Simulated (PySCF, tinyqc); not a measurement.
Worked calculation: RHF in the sto-3g basis, for H3-, spin multiplicity 1. The basis has no diffuse functions, so it cannot describe the extra electron: this is an exercise in the method, not the real anion. The lowest restricted solution is unstable here: a spin-polarised one lies 0.1447 hartree lower (PySCF). One step of it, computed by the program tinyqc.

Problem. Iteration 2 (converged): orbitals. Diagonalise F' = X^T F X, C = X C', fill 2 alpha and 2 beta electrons from the bottom; D = 2 C_occ C_occ^T. Each column has its largest component positive (the first on a tie).

Fock matrix F (hartree), order 1H 1s, 2H 1s, 3H 1s:
```
[[0.039557, -0.347918, -0.229499],
 [-0.347918, 0.039557, -0.229499],
 [-0.229499, -0.229499, 0.086163]]
```

X, order 1H 1s, 2H 1s, 3H 1s:
```
[[1.324753, -0.330635, -0.330415],
 [-0.330635, 1.324753, -0.330415],
 [-0.330415, -0.330415, 1.324601]]
```

Give: F' = X^T F X; orbital energies; coefficients C; D after iteration 2.

Solution.

F' = X^T F X (hartree):
```
[[0.5387, -0.5231, -0.2887],
 [-0.5231, 0.5387, -0.2887],
 [-0.2887, -0.2887, 0.4856]]
```

orbital energies (hartree): [-0.2205, 0.7218, 1.0618]

coefficients C, order 1H 1s, 2H 1s, 3H 1s:
```
[[0.4431, -0.6379, 1.1705],
 [0.4431, -0.6379, -1.1705],
 [0.2586, 1.3806, 0.0000]]
```

D after iteration 2, order 1H 1s, 2H 1s, 3H 1s:
```
[[1.2066, 1.2066, -1.5323],
 [1.2066, 1.2066, -1.5323],
 [-1.5323, -1.5323, 3.9458]]
```
